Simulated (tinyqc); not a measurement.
Width and zero-phonon weight against temperature: configuration-coordinate model of a defect: Huang-Rhys factor and luminescence line shape. Computed by tinyqc, a small Python program. Command: `OMP_NUM_THREADS=1 python tinyqc.py 3030165 3030166 out.jsonl ccline walk`. One thread of a shared host (Intel(R) Xeon(R) Processor @ 2.30GHz), about 0.02 s of CPU time with the checks.

Ground state E_g(Q) = (1/2) omega_g^2 Q^2; excited state E_e(Q) = E_0 + (1/2) omega_e^2 (Q - dQ)^2 with omega_e = omega_g and E_0 = E_ZPL. Q is mass-weighted; the dipole does not depend on Q (Condon approximation).

Inputs (values chosen for the exercise, for a model defect): zero-phonon energy E_ZPL = 1.01 eV; displacement dQ = 0.451 u^(1/2) angstrom; ground-state phonon hbar omega_g = 55.8 meV.

Modes: equal frequencies in both states.

Constants: hbar^2/u = 4.18015928e-03 eV angstrom^2; k_B = 8.617333262e-05 eV/K.

Method:
- S = hbar omega dQ^2/(2 hbar^2/u) for each state; relaxation energy S hbar omega; absorption at E_0 + S_e hbar omega_e, emission at E_0 - S_g hbar omega_g; the Stokes shift is their difference.
- Overlaps <m_e|n_g> of harmonic-oscillator functions (Hermite recursion, positive leading coefficients) by a sum over an even grid (700 points from x = -9 to 9 + d for the small table, 1500 points from -16 to 16 + d for the thermal sums), with x = Q sqrt(omega_g/hbar), d = sqrt(2 S_g) and frequency ratio omega_e/omega_g.
- Initial levels m = 0..24 carry Boltzmann weights exp(-m hbar omega_e/k_B T), normalised; final levels n = 0..79; a line lies at E_ZPL + m hbar omega_e - n hbar omega_g with weight w_m <m|n>^2. Moments are taken over these weights without the E^3 factor; FWHM = 2 sqrt(2 ln 2) x standard deviation; the zero-phonon weight is the sum of w_m <m|m>^2.
- For comparison: FWHM(0) sqrt(coth(hbar omega_e/2 k_B T)) with FWHM(0) from the first row, and exp(-S_g coth(hbar omega_e/2 k_B T)).

S_g = 1.35758

Against temperature:

| T (K) | mean energy (eV) | FWHM (eV) | coth law (eV) | zero-phonon weight | exp(-S coth) |
|---|---|---|---|---|---|
| 32 | 0.93425 | 0.15310 | 0.15310 | 0.25728 | 0.25728 |
| 97 | 0.93425 | 0.15329 | 0.15329 | 0.25700 | 0.25640 |
| 190 | 0.93425 | 0.15825 | 0.15825 | 0.25000 | 0.23444 |
| 320 | 0.93425 | 0.17487 | 0.17487 | 0.22979 | 0.17014 |
| 520 | 0.93425 | 0.20589 | 0.20589 | 0.20207 | 0.08585 |
| 780 | 0.93425 | 0.24429 | 0.24429 | 0.17813 | 0.03155 |
| 1100 | 0.93425 | 0.28622 | 0.28622 | 0.15838 | 0.00870 |

What follows from these numbers?

The width grows by a factor 1.87, flat while k_B T is well below hbar omega and as sqrt(T) above; for equal frequencies the coth law is exact. The mean energy stays fixed, as it must for equal frequencies. The zero-phonon weight goes from 0.257 to 0.158; the single exponential assumes equal frequencies, leaves out lines that absorb and emit the same number of phonons, and falls to 0.00870.
